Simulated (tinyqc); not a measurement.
Six-band hole subbands of a thin body in a field: sweeps and comparisons. A value that a table varies takes the place of the one given here.

Basis X, Y, Z times spin, hole energies counted downwards from the unstrained edge (the hydrostatic shift is left out), c = hbar^2/2m0. For a symmetric tensor T let C(T) have C_XX = L Txx + M (Tyy + Tzz), C_XY = N Txy (cyclic), L = c (g1 + 4 g2), M = c (g1 - 2 g2), N = 6 c g3. k = q + kz n, n the unit normal, q = k1 u + k2 v with u along the channel [1-10] and v = n x u. H = C(k k^T) + (Dso/3)(1 - L.sigma) - B + e F z with (L_k)_ij = -i epsilon_kij; B is the block C built from the traceless strain with 2b, -b and sqrt(3) d in place of L, M, N. Strain: exx = eyy = (s11 + s12) sx/2, ezz = s12 sx, exy = -s44 sx/4. Hard walls at z = 0 and t; basis sin(j pi z/t), j = 1 to Nz: kz^2 = (j pi/t)^2, kz = -i D with D_jl = 4 j l/(t (j^2 - l^2)), z_jj = t/2 and z_jl = -8 t j l/(pi (j^2 - l^2))^2 for j + l odd; 1 MV/cm = 0.01 eV/angstrom.

Nz = 14. E1 is the top subband at q = 0, gap the distance to the next pair, and the masses are c q^2/(E(q) - E1) at |q| = 0.02 1/angstrom (mean of the spin pair) along the channel [1-10] and across it in the plane; a dash marks a band that does not rise.

Constants: hbar^2/2m0 = 3.80998211 eV angstrom^2.

Inputs chosen for the exercise (near those of a p-type Si channel; not measured data): g1 = 4.29 (Luttinger gamma1); g2 = 0.34 (gamma2); g3 = 1.44 (gamma3); Dso = 0.044 eV (spin-orbit splitting); b = -2.11 eV (tetragonal potential); d = -4.8 eV (trigonal potential); S = (7.54, -2.17, 12.68) 1/TPa (compliances s11, s12, s44); face = 110 (surface); t = 70 angstrom (body thickness); F = 0.8 MV/cm (field across the body); sx = -1.5 GPa (stress along the channel [1-10], negative in compression).

## Stress along the channel

Each row has its own sx.

Results:
```
sx (GPa)  E1 (meV)  gap (meV)  m channel  m across
-3.0           2.9       74.0      0.114     0.277
-2.0          39.4       74.0      0.114     0.277
-1.0          75.8       73.9      0.115     0.277
-0.5          94.0       73.7      0.115     0.277
0.0          112.1       73.4      0.115     0.278
0.5          130.2       72.4      0.116     0.278
1.0          148.0       63.9      0.117     0.278
```

Under 2 GPa of compression the channel mass goes from 0.115 to 0.114 m0, the mass across from 0.278 to 0.277; the gap to the next subband is 74, 73 and 64 meV at -2, 0 and +1 GPa. The lightest channel mass of the table, 0.114 m0, is at -3.0 and -2.0 GPa. Compression changes the channel mass little here, since confinement on this face has already singled out the orbital that the stress favours.

## Surface orientation and number of bands

Three faces, six bands; and four bands, with Dso set to 1000 eV.

Results:
```
case           E1 (meV)  gap (meV)  m channel  m across
(001) 6 bands     180.1       79.5      0.163     2.259
(001) 4 bands     200.7       72.0      0.201     0.539
(110) 6 bands      57.6       73.9      0.114     0.277
(110) 4 bands     154.2      129.2      0.148     0.308
(111) 6 bands     120.6       87.5      0.140     0.998
(111) 4 bands     147.5      119.7      0.175     0.210
```

With six bands the top subband is shallowest on (110) (57.6 meV) and deepest on (001). Without the stress E1 would be 224.1, 112.1 and 163.8 meV, so the stress moves it by -44.0, -54.5 and -43.2 meV. The lightest channel mass is on (110) (0.114 m0). Dropping the split-off band moves E1 by 20.6, 96.6 and 26.9 meV and the gap by -7.5, 55.3 and 32.2 meV on the three faces, with Dso = 44 meV.

## What each parameter does

Six bands. Each row changes one parameter from the base and keeps the others.

Results:
```
case             E1 (meV)  gap (meV)  m channel (m0)  m across (m0)
base                 57.6       73.9           0.114          0.277
t = 80 angstrom      57.6       74.0           0.114          0.277
F = 1.1 MV/cm        81.2       91.4           0.114          0.277
sx = -2 GPa          39.4       74.0           0.114          0.277
g3 = 1.34            82.3       92.7           0.118          0.277
g2 = 0.39            62.6       77.7           0.115          0.285
Dso = 0.066 eV       63.7       73.9           0.115          0.278
d = -3.84 eV         65.5       73.9           0.115          0.277
```

The largest shifts from the base row, up to three for each result and ties (the steps differ in size, so this ranks the rows, not the parameters). E1 (meV): g3 +24.7, F +23.5, sx -18.2; unchanged at the printed digits by t. gap (meV): g3 +18.7, F +17.5, g2 +3.8; unchanged at the printed digits by Dso and d. m channel (m0): g3 +0.004, Dso +0.000, d +0.000, g2 +0.000; unchanged at the printed digits by t, F and sx. m across (m0): g2 +0.008, Dso +0.000; unchanged at the printed digits by t, F, sx, g3 and d.

tinyqc: `OMP_NUM_THREADS=1 python tinyqc.py 1282307 1282308 out.jsonl`; about 0.4 s, one thread, shared Intel(R) Xeon(R) Processor @ 2.30GHz.
